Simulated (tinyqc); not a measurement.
Inside a calculation. Model: chemically amplified photoresist: aerial image, acid generation, bake, development and line width. Computed by tinyqc, a small Python program that keeps every step. Command: `OMP_NUM_THREADS=1 python tinyqc.py 3015357 3015358 out.jsonl resist walk`. One thread of a shared host (Intel(R) Xeon(R) Processor @ 2.30GHz), about 0.02 s of CPU time with the checks. Intermediate numbers are printed to about 6 digits and carried at full precision; extremes and crossings named in words are read from the listed rows.

Lines and spaces of pitch p with a two-beam-like image; x = 0 is the middle of the bright space. The resist is positive and treated as uniform in depth.

Inputs (values chosen for the exercise, for a model resist at 248 nm):
```
quantity,value,unit
pitch p,280,nm
image contrast c,0.66,-
mean dose E,7.29,mJ/cm^2
Dill parameter C,0.041,cm^2/mJ
"quencher load q, relative to the acid generator",0.17,-
acid diffusivity D,0.77,nm^2/s
bake time t,90,s
amplification rate k_amp,0.042,1/s
threshold protection m_th,0.53,-
development selectivity n,3,-
largest rate r_max,220,nm/s
smallest rate r_min,0.042,nm/s
resist thickness d,300,nm
development time t_d,30,s
photon energy,5,eV
absorption coefficient alpha,1.2,1/um
```

## Acid image and its blur

Dose E(x) = E [1 + c cos(2 pi x/p)]; acid h = 1 - exp(-C E(x)). Bake: the acid image is blurred by a Gaussian of variance sigma^2 = 2 D t (each Fourier term k of h, taken on 64 points, is multiplied by exp(-4 pi^2 k^2 D t/p^2)). Cosine coefficients: h(x) = sum_k h_k cos(2 pi k x/p).

diffusion length sigma = sqrt(2 D t) = 11.7729 nm

h_0 to h_4 before the bake: [0.251126, 0.147014, -0.007239, 0.000238, -0.000006]

h_0 to h_4 after the blur: [0.251126, 0.141973, -0.006296, 0.000174, -0.000003]

blur factor of the first harmonic = 0.965706

sigma/p = 0.042; the blur keeps 97 % of the modulation.

## From image to dissolution rate

The quencher then removes q, h_eff = max(h_blurred - q, 0); protection m = exp(-k_amp t h_eff). Mack rate r = r_max (a + 1)(1 - m)^n/(a + (1 - m)^n) + r_min, a = ((n + 1)/(n - 1))(1 - m_th)^n.

Across half a pitch:
```
x/p,x (nm),dose (mJ/cm^2),blurred acid,protection m,rate (nm/s)
0.00,0,12.1014,0.386974,0.44036,1.21654e+02
0.05,14,11.8659,0.381158,0.45015,1.18172e+02
0.10,28,11.1825,0.363988,0.48033,1.07189e+02
0.15,42,10.1181,0.336359,0.53321,8.73922e+01
0.20,56,8.7768,0.299950,0.61189,5.84112e+01
0.25,70,7.2900,0.257418,0.71861,2.57883e+01
0.30,84,5.8032,0.212487,0.85163,4.15617e+00
0.35,98,4.4619,0.169790,1.00000,4.20000e-02
0.40,112,3.3975,0.134379,1.00000,4.20000e-02
0.45,126,2.7141,0.110906,1.00000,4.20000e-02
0.50,140,2.4786,0.102681,1.00000,4.20000e-02
```

The dose varies by a factor 4.88 across the pattern and the rate by 2900.

## Space width and dose latitude

Edge: vertical development clears the film where r t_d >= d; the space width is twice the x where r = d/t_d. Dose sensitivity = d ln(width)/d ln E from widths at 1.005 E and E/1.005; image log-slope at the edge = |d ln E/dx|, normalised by the width (NILS); latitude for 10 % of width = 10 %/sensitivity.

space width = 157.544 nm

dose sensitivity = 0.786945

NILS = 2.62736

dose latitude = 12.7074 %

At the same width a resist without blur would give a sensitivity 2/NILS = 0.761; the blur multiplies it by 1.03. Caution: lateral development, standing waves and the joint diffusion of acid and quencher are left out, so widths are indicative.

## Photon statistics at the edge

The edge lies at x = width/2. Absorbed photons per volume N = E(edge) alpha/(photon energy), 1 mJ/cm^2 = 62.41509 eV/nm^2, alpha in 1/nm; a Gaussian blur averages over a volume V = (2 sqrt(pi) sigma)^3; relative noise 1/sqrt(N V); edge noise sigma_x = (dh/d ln E) noise/|dh/dx|, with both derivatives of the blurred acid at the edge.

absorbed photons N = 0.0951059 1/nm^3

photons in the blur volume = 6913.01

edge noise from photons = 0.745543 nm

Caution: the noise counts photons alone (acid and quencher statistics add to it) and takes the film as thicker than the blur; a thinner film averages in two dimensions only.

## Blur against noise

For each sigma the edge is held at x = p/4; N is taken at the mean dose; edge noise = (dh/d ln E)/(sqrt(N V) |dh/dx|), both derivatives taken of the blurred acid, V = (2 sqrt(pi) sigma)^3, N = E alpha/(photon energy), 1 mJ/cm^2 = 62.41509 eV/nm^2.

Trade-off:
```
sigma/p,sigma (nm),blur factor,photons in V,edge noise (nm)
0.02,5.6,0.992135,8.54294e+02,2.32371
0.04,11.2,0.968911,6.83435e+03,0.83650
0.07,19.6,0.907808,3.66278e+04,0.38071
0.10,28.0,0.820869,1.06787e+05,0.24313
0.14,39.2,0.679167,2.93023e+05,0.17480
0.18,50.4,0.527530,6.22780e+05,0.15312
0.22,61.6,0.384667,1.13707e+06,0.15489
0.27,75.6,0.237168,2.10188e+06,0.18457
0.33,92.4,0.116531,3.83759e+06,0.27796
```

The noise is least near sigma/p = 0.18 among these rows. More diffusion averages over more photons (noise falls as sigma^(-3/2)) until it erases the image slope (factor exp(-2 pi^2 sigma^2/p^2)); for a pure cosine the two balance at sigma/p = sqrt(3/8)/pi = 0.195. Caution: for a film thinner than the blur the noise falls as 1/sigma only, and the optimum moves to sigma/p = 1/(2 pi) = 0.159.

Checks made by the program: sensitivity 2/NILS in the limit of no diffusion (relative difference 1e-06).
